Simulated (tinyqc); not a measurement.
From one set of inputs to another, one input at a time: admittance spectroscopy and thermally stimulated current of one trap level in a depletion layer. Computed by tinyqc, a small Python program. Command: `OMP_NUM_THREADS=1 python tinyqc.py 3113024 3113025 out.jsonl admit ladder`. One thread of a shared host (Intel(R) Xeon(R) Processor @ 2.30GHz), about 0.01 s of CPU time with the checks.

A Schottky junction on n-type material holds one donor-like electron trap; shallow donors are fully ionised and abrupt depletion edges are assumed.

The inputs printed are set A. Set A is modelled on n-type beta-Ga2O3; the values taken over come from a set modelled on n-type silicon. Inputs not listed in the table keep their values of set A, so the rows need not describe a real material.

Inputs (values chosen for the exercise, modelled on n-type beta-Ga2O3):
```
quantity                         value    unit
dielectric constant eps           10.2       -
density-of-states mass m         0.273     m_0
shallow doping N               1.3e+16  1/cm^3
trap density N_t               3.4e+14  1/cm^3
trap depth E_t below the band    0.485      eV
capture cross section sigma    2.4e-15    cm^2
band bending V_b                   1.3       V
test frequency f                200000      Hz
heating rate beta                 0.15     K/s
```

Constants: k_B = 1.380649e-23 J/K; m_0 = 9.1093837015e-31 kg; h = 6.62607015e-34 J s; k_B = 8.617333262e-05 eV/K; eps_0 = 8.8541878128e-12 F/m; e = 1.602176634e-19 C.

Method:
- N_c = 2 (2 pi m k_B T/h^2)^(3/2), v_th = sqrt(3 k_B T/m), emission rate e_n = sigma v_th N_c exp(-E_t/(k_B T)).
- Where the level crosses the Fermi level capture equals emission, so the trap follows the signal with the rate 2 e_n; G/omega peaks at omega = 2 e_n (the correction for large N_t/N is left out).
- Solve 2 e_n(T_p) = 2 pi f.
- With E_c - E_F = k_B T_p ln(N_c/N): lambda = sqrt(2 eps eps_0 (E_t - (E_c - E_F))/(e^2 N)); traps are empty and charged for x < x_t = w - lambda, and V_b = e (N w^2 + N_t x_t^2)/(2 eps eps_0). High frequency: C_hf = eps eps_0/w. Low frequency: C_lf = eps eps_0 (N + N_t)/(N w + N_t x_t).
- Thermally stimulated current without retrapping: filled share n(T) = exp(-(1/beta) int e_n dT), current proportional to e_n n; the peak obeys beta (E_t/(k_B T^2) + 2/T) = e_n(T). The integral starts at 0.5 T_m and uses 4000 trapezoid steps to 1.2 T_m.
- Chen's first-order estimate from the full width W = T_2 - T_1 between the half-height points: E = 2.52 k_B T_m^2/W - 2 k_B T_m.

Each row keeps all changes above it:
```
input moved                            from       to  peak temperature T_m (K)  C_hf (nF/cm^2)  lambda (nm)
set A                                     -        -                    195.02          27.004       150.63
density-of-states mass m (m_0)        0.273      1.1                    187.05          27.020       136.55
test frequency f (Hz)                200000     2000                    187.05          26.997       156.99
capture cross section sigma (cm^2)  2.4e-15  1.2e-15                    190.93          26.999       154.67
shallow doping N (1/cm^3)           1.3e+16  2.8e+16                    190.93          39.540       109.26
heating rate beta (K/s)                0.15     0.86                    201.43          39.540       109.26
trap density N_t (1/cm^3)           3.4e+14  2.2e+15                    201.43          39.888       109.26
trap depth E_t below the band (eV)    0.485    0.307                    133.22          40.046        88.15
```

Which inputs carry the difference?

Peak temperature T_m goes from 195 to 133, a factor 0.683 in all. The largest single move comes from trap depth E_t below the band (a factor 0.661), and heating rate beta works against it (a factor 1.05). C_hf goes from 27.0 to 40.0, a factor 1.48 in all. The largest single move comes from shallow doping N (a factor 1.46). Lambda goes from 151 to 88.1, a factor 0.585 in all. The largest single move comes from shallow doping N (a factor 0.706), and test frequency f works against it (a factor 1.15). The single moves hold for this order of the switches; the total does not depend on the order.

Extremes, crossings and ranges named in words are read from the listed rows.
